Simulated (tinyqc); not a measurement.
Strained alloy layer of InP and GaP on (001) GaAs, model-solid band line-up: gaps, strain and offsets against composition.

The layer is x parts of the first compound and 1 - x of the second, grown coherently on the third as substrate and barrier. Rows of the table: lattice constant a, average valence level Ea on an absolute scale, spin-orbit splitting so, gaps at Gamma, X and L, hydrostatic deformation potentials av and ac (Gamma), shear potential b, elastic constants, electron and heavy-hole (along z) masses. All are interpolated linearly in x; gaps get -C x (1 - x), taken wholly in the conduction band; real line-ups can differ from this model by 0.1 eV or more.

In-plane strain e = (a_substrate - a)/a, e_z = -2 (c12/c11) e, volume change 2 e + e_z. With v = 2 e + e_z and d = 2 b (e_z - e): Eav = Ea + av v; E_hh = Eav + so/3 - d/2; E_lh = Eav - so/6 + d/4 + sqrt(so^2 + so d + 9 d^2/4)/2; E_c = Ea + so/3 + EG + ac v (Gamma). Substrate: E_v = Ea + so/3, E_c = E_v + EG. Well depths: dEc = E_c(substrate) - E_c, dEhh = E_hh - E_v(substrate), dElh likewise; strained Gamma gap E_c - max(E_hh, E_lh); positive values confine carriers in the layer. Matthews-Blakeslee for 60-degree dislocations in a single layer: hc = k (ln(hc/bv) + 1), k = bv (1 - nu/4)/(4 pi |e| (1 + nu)), nu = c12/(c11 + c12), bv = a/sqrt(2); the larger root. The valence offset is the larger of dEhh and dElh; a dash marks |e| under 0.02 % or no root.

Parameters, values chosen for the exercise:
- CG = 0.65 eV (bowing of the Gamma gap)
- CX = 0.2 eV (bowing of the X gap)
- CL = 1.03 eV (bowing of the L gap)

Binary compounds, values chosen for the exercise:

|  | close to InP | close to GaP | close to GaAs |
|---|---|---|---|
| a (angstrom) | 5.869 | 5.451 | 5.653 |
| Ea (eV) | -7.04 | -7.4 | -6.92 |
| so (eV) | 0.111 | 0.0798 | 0.344 |
| EG (eV) | 1.35 | 2.75 | 1.42 |
| EX (eV) | 2.16 | 2.28 | 1.88 |
| EL (eV) | 1.94 | 2.63 | 1.72 |
| av (eV) | 1.27 | 1.7 | 1.16 |
| ac (eV) | -4.97 | -7.23 | -7.19 |
| b (eV) | -1.72 | -1.8 | -1.68 |
| c11 (GPa) | 101 | 141 | 120 |
| c12 (GPa) | 56.4 | 62.9 | 53.5 |
| me (m0) | 0.0807 | 0.129 | 0.0664 |
| mh (m0) | 0.538 | 0.334 | 0.35 |

Gaps, strain and offsets against composition:

| x | e (%) | relaxed Gamma gap (eV) | lower of X and L gaps (eV) | strained Gamma gap (eV) | E_hh - E_lh (meV) | dEc (eV) | valence offset (eV) | hc (nm) |
|---|---|---|---|---|---|---|---|---|
| 0.25 | 1.7550 | 2.2781 | 2.2125 | 2.0243 | -160.00 | -0.25814 | -0.34618 | 4.18 |
| 0.31 | 1.2977 | 2.1770 | 2.1958 | 1.9963 | -114.92 | -0.21449 | -0.36176 | 6.37 |
| 0.38 | 0.76936 | 2.0649 | 2.1251 | 1.9639 | -64.406 | -0.16660 | -0.37732 | 12.7 |
| 0.44 | 0.32086 | 1.9738 | 2.0726 | 1.9348 | -24.678 | -0.12820 | -0.38661 | 38.0 |
| 0.5 | -0.12367 | 1.8875 | 2.0275 | 1.8927 | 8.2370 | -0.092283 | -0.38041 | 119 |
| 0.56 | -0.56428 | 1.8058 | 1.9898 | 1.8280 | 30.541 | -0.058876 | -0.34908 | 18.9 |
| 0.62 | -1.0010 | 1.7289 | 1.9595 | 1.7653 | 43.253 | -0.028016 | -0.31730 | 9.04 |
| 0.69 | -1.5057 | 1.6450 | 1.9336 | 1.6949 | 51.515 | 0.0047245 | -0.27964 | 5.20 |
| 0.75 | -1.9343 | 1.5781 | 1.9194 | 1.6369 | 56.002 | 0.029952 | -0.24686 | 3.64 |

The relaxed Gamma gap falls from 2.28 to 1.58 eV and the strained one falls from 2.02 to 1.64 eV. The lattice matches the substrate at x = 0.483; the heavy hole is on top where the layer is compressed (e < 0) and the light hole where it is stretched. The relaxed alloy turns direct at x = 0.294. dEc rises from -0.258 to 0.0300 eV and the valence offset goes from -0.346 through a minimum of -0.387 (at x = 0.44 among the rows listed) to -0.247 eV. At the largest strain listed, -1.93 %, strain changes the gap by 58.8 meV. For x = 0.25 the lowest conduction valley of the relaxed alloy is X or L, so the gap and dEc listed hold for Gamma only.

Numbers from tinyqc (`OMP_NUM_THREADS=1 python tinyqc.py 2690008 2690009 out.jsonl`; about 0.01 s on one thread of a shared Intel Xeon 2.30GHz).
